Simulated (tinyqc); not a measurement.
UHF in the 3-21g basis, for H3+, spin multiplicity 1, step by step. One step of it, computed by the program tinyqc.

Task: Iteration 1: building the Fock matrix. J_ij = sum D_kl (ij|kl) with D = D(alpha) + D(beta), K_ij = sum D_kl (ik|jl) for each spin; F = H + J - K(s); E = tr D H + tr D J / 2 - 0.5 sum_s tr D(s) K(s) + E_nn.

D(alpha) at the start:
```
          1H 1s     1H 2s     2H 1s     2H 2s     3H 1s     3H 2s
1H 1s  0.034829  0.023996  0.042596  0.037341  0.061629  0.070180
1H 2s  0.023996  0.016533  0.029347  0.025727  0.042461  0.048352
2H 1s  0.042596  0.029347  0.052095  0.045668  0.075372  0.085831
2H 2s  0.037341  0.025727  0.045668  0.040035  0.066074  0.075243
3H 1s  0.061629  0.042461  0.075372  0.066074  0.109051  0.124182
3H 2s  0.070180  0.048352  0.085831  0.075243  0.124182  0.141414
```

D(beta) at the start:
```
          1H 1s     1H 2s     2H 1s     2H 2s     3H 1s     3H 2s
1H 1s  0.096147  0.105788  0.083360  0.083712  0.051519  0.028971
1H 2s  0.105788  0.116396  0.091718  0.092106  0.056684  0.031876
2H 1s  0.083360  0.091718  0.072273  0.072578  0.044667  0.025118
2H 2s  0.083712  0.092106  0.072578  0.072885  0.044855  0.025224
3H 1s  0.051519  0.056684  0.044667  0.044855  0.027605  0.015523
3H 2s  0.028971  0.031876  0.025118  0.025224  0.015523  0.008729
```

core Hamiltonian H = T + V (hartree):
```
           1H 1s      1H 2s      2H 1s      2H 2s      3H 1s      3H 2s
1H 1s  -0.968785  -1.004290  -0.191833  -0.467852  -0.191263  -0.467305
1H 2s  -1.004290  -1.180166  -0.467882  -0.790066  -0.467279  -0.789486
2H 1s  -0.191833  -0.467882  -0.968935  -1.004386  -0.191569  -0.467629
2H 2s  -0.467852  -0.790066  -1.004386  -1.180286  -0.467573  -0.789798
3H 1s  -0.191263  -0.467279  -0.191569  -0.467573  -0.968656  -1.004207
3H 2s  -0.467305  -0.789486  -0.467629  -0.789798  -1.004207  -1.180063
```

Two-electron integrals (ij|kl) in chemists' order, unique and non-zero (hartree):
```
(11|11) 1.140145   (21|11) 0.611403   (21|21) 0.345152   (22|11) 0.626370
(22|21) 0.380329   (22|22) 0.482957   (31|11) 0.045748   (31|21) 0.027514
(31|22) 0.033590   (31|31) 0.004047   (32|11) 0.118635   (32|21) 0.075210
(32|22) 0.105223   (32|31) 0.012396   (32|32) 0.051085   (33|11) 0.398429
(33|21) 0.256521   (33|22) 0.379097   (33|31) 0.045748   (33|32) 0.225408
(33|33) 1.140145   (41|11) 0.225408   (41|21) 0.128608   (41|22) 0.144278
(41|31) 0.012396   (41|32) 0.034480   (41|33) 0.118635   (41|41) 0.051085
(42|11) 0.302559   (42|21) 0.186791   (42|22) 0.247536   (42|31) 0.021861
(42|32) 0.077734   (42|33) 0.302559   (42|41) 0.077734   (42|42) 0.152619
(43|11) 0.256521   (43|21) 0.164576   (43|22) 0.240940   (43|31) 0.027514
(43|32) 0.128608   (43|33) 0.611403   (43|41) 0.075210   (43|42) 0.186791
(43|43) 0.345152   (44|11) 0.379097   (44|21) 0.240940   (44|22) 0.347317
(44|31) 0.033590   (44|32) 0.144278   (44|33) 0.626370   (44|41) 0.105223
(44|42) 0.247536   (44|43) 0.380329   (44|44) 0.482957   (51|11) 0.045558
(51|21) 0.027402   (51|22) 0.033459   (51|31) 0.002806   (51|32) 0.008293
(51|33) 0.028708   (51|41) 0.011198   (51|42) 0.018793   (51|43) 0.018361
(51|44) 0.026192   (51|51) 0.004017   (52|11) 0.118404   (52|21) 0.075068
(52|22) 0.105041   (52|31) 0.008309   (52|32) 0.028977   (52|33) 0.106580
(52|41) 0.031111   (52|42) 0.063322   (52|43) 0.068106   (52|44) 0.098002
(52|51) 0.012331   (52|52) 0.050948   (53|11) 0.028755   (53|21) 0.018391
(53|22) 0.026238   (53|31) 0.002811   (53|32) 0.011221   (53|33) 0.045660
(53|41) 0.008307   (53|42) 0.018828   (53|43) 0.027462   (53|44) 0.033529
(53|51) 0.002802   (53|52) 0.011208   (53|53) 0.004033   (54|11) 0.106614
(54|21) 0.068129   (54|22) 0.098045   (54|31) 0.008314   (54|32) 0.031139
(54|33) 0.118528   (54|41) 0.028989   (54|42) 0.063364   (54|43) 0.075144
(54|44) 0.105139   (54|51) 0.011192   (54|52) 0.049389   (54|53) 0.012366
(54|54) 0.051022   (55|11) 0.398153   (55|21) 0.256348   (55|22) 0.378895
(55|31) 0.028796   (55|32) 0.106696   (55|33) 0.398302   (55|41) 0.106667
(55|42) 0.235813   (55|43) 0.256441   (55|44) 0.379004   (55|51) 0.045558
(55|52) 0.225094   (55|53) 0.045660   (55|54) 0.225263   (55|55) 1.140145
(61|11) 0.225094   (61|21) 0.128430   (61|22) 0.144083   (61|31) 0.011228
(61|32) 0.031130   (61|33) 0.106604   (61|41) 0.049418   (61|42) 0.074128
(61|43) 0.068121   (61|44) 0.098018   (61|51) 0.012331   (61|52) 0.034373
(61|53) 0.008297   (61|54) 0.031095   (61|55) 0.118404   (61|61) 0.050948
(62|11) 0.302255   (62|21) 0.186607   (62|22) 0.247305   (62|31) 0.018847
(62|32) 0.063372   (62|33) 0.235730   (62|41) 0.074155   (62|42) 0.139031
(62|43) 0.148790   (62|44) 0.209846   (62|51) 0.021763   (62|52) 0.077562
(62|53) 0.018817   (62|54) 0.074113   (62|55) 0.302255   (62|61) 0.077562
(62|62) 0.152373   (63|11) 0.106667   (63|21) 0.068161   (63|22) 0.098079
(63|31) 0.011235   (63|32) 0.049453   (63|33) 0.225263   (63|41) 0.031148
(63|42) 0.074177   (63|43) 0.128526   (63|44) 0.144188   (63|51) 0.008289
(63|52) 0.031105   (63|53) 0.012366   (63|54) 0.034430   (63|55) 0.118528
(63|61) 0.028967   (63|62) 0.063336   (63|63) 0.051022   (64|11) 0.235774
(64|21) 0.148821   (64|22) 0.209901   (64|31) 0.018854   (64|32) 0.074190
(64|33) 0.302418   (64|41) 0.063387   (64|42) 0.139082   (64|43) 0.186706
(64|44) 0.247429   (64|51) 0.018788   (64|52) 0.074099   (64|53) 0.021816
(64|54) 0.077655   (64|55) 0.302418   (64|61) 0.063309   (64|62) 0.138987
(64|63) 0.077655   (64|64) 0.152505   (65|11) 0.256348   (65|21) 0.164470
(65|22) 0.240820   (65|31) 0.018417   (65|32) 0.068181   (65|33) 0.256441
(65|41) 0.068164   (65|42) 0.148848   (65|43) 0.164527   (65|44) 0.240885
(65|51) 0.027402   (65|52) 0.128430   (65|53) 0.027462   (65|54) 0.128526
(65|55) 0.611403   (65|61) 0.075068   (65|62) 0.186607   (65|63) 0.075144
(65|64) 0.186706   (65|65) 0.345152   (66|11) 0.378895   (66|21) 0.240820
(66|22) 0.347181   (66|31) 0.026278   (66|32) 0.098116   (66|33) 0.379004
(66|41) 0.098098   (66|42) 0.209948   (66|43) 0.240885   (66|44) 0.347254
(66|51) 0.033459   (66|52) 0.144083   (66|53) 0.033529   (66|54) 0.144188
(66|55) 0.626370   (66|61) 0.105041   (66|62) 0.247305   (66|63) 0.105139
(66|64) 0.247429   (66|65) 0.380329   (66|66) 0.482957
```

nuclear repulsion = 1.19592324 hartree

Give: Coulomb J; exchange K(alpha); exchange K(beta); F(alpha); F(beta); total energy of this density.

Result:

Coulomb J (hartree):
```
        1H 1s   1H 2s   2H 1s   2H 2s   3H 1s   3H 2s
1H 1s  1.1219  0.6768  0.0751  0.2755  0.0752  0.2753
1H 2s  0.6768  0.8754  0.2738  0.5320  0.2768  0.5336
2H 1s  0.0751  0.2738  1.1100  0.6708  0.0752  0.2737
2H 2s  0.2755  0.5320  0.6708  0.8707  0.2769  0.5327
3H 1s  0.0752  0.2768  0.0752  0.2769  1.1321  0.6819
3H 2s  0.2753  0.5336  0.2737  0.5327  0.6819  0.8793
```

exchange K(alpha) (hartree):
```
        1H 1s   1H 2s   2H 1s   2H 2s   3H 1s   3H 2s
1H 1s  0.1810  0.1904  0.1029  0.1565  0.1358  0.1766
1H 2s  0.1904  0.2526  0.1736  0.2433  0.2405  0.2823
2H 1s  0.1029  0.1736  0.2433  0.2392  0.1549  0.2057
2H 2s  0.1565  0.2433  0.2392  0.2903  0.2525  0.2999
3H 1s  0.1358  0.2405  0.1549  0.2525  0.4359  0.3829
3H 2s  0.1766  0.2823  0.2057  0.2999  0.3829  0.3974
```

exchange K(beta) (hartree):
```
        1H 1s   1H 2s   2H 1s   2H 2s   3H 1s   3H 2s
1H 1s  0.3934  0.3518  0.1654  0.2494  0.1203  0.2211
1H 2s  0.3518  0.3745  0.2302  0.3089  0.1590  0.2661
2H 1s  0.1654  0.2302  0.3132  0.2923  0.1078  0.1943
2H 2s  0.2494  0.3089  0.2923  0.3304  0.1514  0.2505
3H 1s  0.1203  0.1590  0.1078  0.1514  0.1538  0.1684
3H 2s  0.2211  0.2661  0.1943  0.2505  0.1684  0.2353
```

F(alpha) (hartree):
```
         1H 1s    1H 2s    2H 1s    2H 2s    3H 1s    3H 2s
1H 1s  -0.0279  -0.5179  -0.2197  -0.3488  -0.2518  -0.3686
1H 2s  -0.5179  -0.5574  -0.3677  -0.5013  -0.4310  -0.5383
2H 1s  -0.2197  -0.3677  -0.1023  -0.5728  -0.2713  -0.3997
2H 2s  -0.3488  -0.5013  -0.5728  -0.5998  -0.4432  -0.5570
3H 1s  -0.2518  -0.4310  -0.2713  -0.4432  -0.2724  -0.7052
3H 2s  -0.3686  -0.5383  -0.3997  -0.5570  -0.7052  -0.6981
```

F(beta) (hartree):
```
         1H 1s    1H 2s    2H 1s    2H 2s    3H 1s    3H 2s
1H 1s  -0.2402  -0.6793  -0.2822  -0.4417  -0.2363  -0.4131
1H 2s  -0.6793  -0.6793  -0.4243  -0.5669  -0.3494  -0.5220
2H 1s  -0.2822  -0.4243  -0.1721  -0.6259  -0.2242  -0.3883
2H 2s  -0.4417  -0.5669  -0.6259  -0.6399  -0.3420  -0.5076
3H 1s  -0.2363  -0.3494  -0.2242  -0.3420   0.0096  -0.4907
3H 2s  -0.4131  -0.5220  -0.3883  -0.5076  -0.4907  -0.5360
```

total energy of this density = -1.167043 hartree

This density is the starting one.
